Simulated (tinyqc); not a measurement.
Elastic trap-assisted tunnelling through a dielectric: two steps of the calculation.

Emitter at x = 0 (Fermi level 0), collector at x = t (Fermi level -V), band edge U(x) = phi - F x, F = V/t. A trap at x has the energy E = U(x) - Et. With G(u) = (4/(3 F)) sqrt(mo/C) max(u, 0)^1.5, C = hbar^2/(2 m0): S1 = G(phi - E) - G(Et), S2 = G(Et) - G(phi - V - E), T1,2 = exp(-S1,2). The steady rate through one trap is nu T1 T2 (f1 - f2)/(T1 + T2), f1 = f(E), f2 = f(E + V), f(y) = 1/(1 + exp(y/Vt)); both contacts offer states at E.

Parameters, values chosen for the exercise; dielectric values close to those of silicon dioxide:
- T = 300 K (temperature)
- phi = 3.1 eV (barrier above the emitter Fermi level)
- mo = 0.5 m0 (tunnelling mass)
- t = 7.7 nm (thickness)
- Et = 2.77 eV (trap depth below the band edge of the dielectric)
- Nt = 4.1e18 cm^-3 (trap density)
- nu = 1e13 1/s (attempt frequency)
- n = 9 (points of the grid)
- V = 1.18 V (voltage)
- xa = 3.14 nm (left end of the grid)
- xb = 4.13 nm (right end of the grid)

Constants: q = 1.602176634e-19 C, kB = 1.380649e-23 J/K, hbar = 1.054571817e-34 J s, m0 = 9.1093837015e-31 kg, Vt = kB T/q, hbar^2/(2 m0) = 0.0380998212 eV nm^2. Results are converted to the units shown.

Problem 1. Rate through a trap near the best position. n equally spaced x from xa to xb, where nearly all of the current flows; J = q Nt times the integral of the rate, by Simpson's rule.

Wanted: x; E; S1; S2; f1 - f2; rate; J.

Solution 1.

```
point  x (nm)   E (eV)     S1     S2  f1 - f2  rate (1/s)
0       3.140  -0.1512  39.46  51.36   0.9971   4.950e-10
1       3.264  -0.1702  41.08  50.06   0.9986    1.807e-9
2       3.388  -0.1891  42.71  48.76   0.9993    6.614e-9
3       3.511  -0.2081  44.33  47.46   0.9997    2.343e-8
4       3.635  -0.2271  45.97  46.15   0.9998    4.947e-8
5       3.759  -0.2460  47.61  44.83   0.9999    1.990e-8
6       3.882  -0.2650  49.25  43.51    1.000    4.079e-9
7       4.006  -0.2839  50.89  42.18    1.000   7.882e-10
8       4.130  -0.3029  52.55  40.85    1.000   1.511e-10
```

J = 8.256e-16 A/cm^2

Problem 2. The best-placed trap against direct tunnelling. At x = xs: E, S1, S2 and the occupation (T1 f1 + T2 f2)/(T1 + T2). Direct tunnelling at E = 0 has S = (4/(3 F)) sqrt(mo/C) [phi^1.5 - max(phi - V, 0)^1.5].

xs = 3.63 nm

Find: E; S1; S2; occupation; S of direct tunnelling.

Solution 2.

E = -0.2263 eV
S1 = 45.90
S2 = 46.20
occupation = 0.5744
S of direct tunnelling = 88.18

Range of the model: Phonon-assisted (inelastic) capture, chains of traps and a spread of trap depths are left out.

tinyqc, about 0.04 s, one thread, Intel Xeon 2.30GHz (shared host): `OMP_NUM_THREADS=1 python tinyqc.py 2370113 2370114 out.jsonl`
